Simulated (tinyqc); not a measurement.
# A discretised effective-mass wire between two leads, recursive Green functions: effects of single changes

Finite differences on a grid of step a give a chain with hopping -t, t = C/(m a^2), C = hbar^2/(2 m0), and site energies 2 t + U_i for the N = 9 sites of the device; the semi-infinite leads have site energy 2 t. Each slice is one site, and V = -t couples neighbouring slices.

Inputs (values chosen for the exercise): effective mass m = 0.2 m0; grid step a = 0.29 nm; potential on the sites 1 to N U = [0, 0.62, 0.62, 0, 0, 0, 0, 0, 0] eV; energy above the band bottom of the leads E = 0.709 eV.

Constants: q = 1.602176634e-19 C, hbar = 1.054571817e-34 J s, m0 = 9.1093837015e-31 kg, hbar^2/(2 m0) = 0.0380998212 eV nm^2. Results are converted to the units shown.

Each table varies one quantity; the others keep the values above.

## Convergence with the grid step

A flat barrier of height U0 = 0.62 eV and width d = 0.87 nm is laid on n sites with a = d/n (U = U0 on each, N = n). Sigma = t^2 g(E - 2 t), g(x) = (x - i sqrt(4 t^2 - x^2))/(2 t^2) for |x| < 2 t and (x - sign(x) sqrt(x^2 - 4 t^2))/(2 t^2) otherwise; Gamma = i (Sigma - Sigma^dagger); both leads give the same. Forward pass: g_1 = (E - H_1 - Sigma)^(-1), g_i = (E - H_i - V g_(i-1) V^dagger)^(-1), with Sigma also subtracted on the last slice; G_(i,1) = g_i V G_(i-1,1), starting from g_1. H_i is the block of slice i, its site energy. T(E) = Tr[Gamma G_(N,1) Gamma G_(N,1)^dagger]. The continuum value is 1/[1 + U0^2 sinh^2(K d)/(4 E (U0 - E))], K = sqrt(m (U0 - E)/C) (sin and k above the barrier).

Convergence with the grid step:
```
n    a (nm)  t (eV)    T(E)  error (%)
1    0.8700  0.2517  0.3545      -47.6
2    0.4350   1.007  0.6261      -7.46
4    0.2175   4.027  0.6651      -1.70
8    0.1087   16.11  0.6738     -0.417
16  0.05437   64.43  0.6759     -0.104
32  0.02719   257.7  0.6764    -0.0259
64  0.01359    1031  0.6766   -6.46e-3
```

The continuum value is 0.67660. The error goes from -48 % to -0.0065 %, and the last halving of a cuts it by a factor of 4.0: second order, since the lattice band 2 t (1 - cos ka) departs from the parabola at order (ka)^4.

## The device repeated

Same model as above.

The list U is repeated k times, so the device has k N slices.

Results:
```
k     T(E)   ln T(E)
1   0.8003   -0.2228
2   0.9755  -0.02485
3   0.8321   -0.1838
4   0.9168  -0.08688
5   0.8889   -0.1178
6   0.8540   -0.1579
8   0.8101   -0.2105
12  0.8149   -0.2047
```

Estimate the missing row, k = 10.

Computed row:
```
k     T(E)  ln T(E)
10  0.7963  -0.2278
```

With this row back in the table: T(E) moves between 0.796 and 0.975 and does not die away: at least one band of the periodic structure that the repeats form is open at this energy.

## Effect of the strength of the potential

Same model as above.

All U are multiplied by the factor sc.

Results:
```
sc      T(E)  reflection, modes - T(E)
0      1.000                         0
0.38  0.9708                   0.02919
0.75  0.8844                    0.1156
1.12  0.7555                    0.2445
1.5   0.6088                    0.3912
1.88  0.4735                    0.5265
2.62  0.2797                    0.7203
3     0.2139                    0.7861
```

Estimate the missing row, sc = 2.25.

Computed row:
```
sc      T(E)  reflection, modes - T(E)
2.25  0.3646                    0.6354
```

With this row back in the table: T(E) falls from 1.00 to 0.214. At sc = 0 the device equals the leads and transmits all 1 open mode(s). Between the first two non-zero rows the reflection goes as sc^(2.02); weak scattering gives sc^2.

Numbers from tinyqc (`OMP_NUM_THREADS=1 python tinyqc.py 2660027 2660028 out.jsonl`; about 0.02 s on one thread of a shared Intel Xeon 2.30GHz).
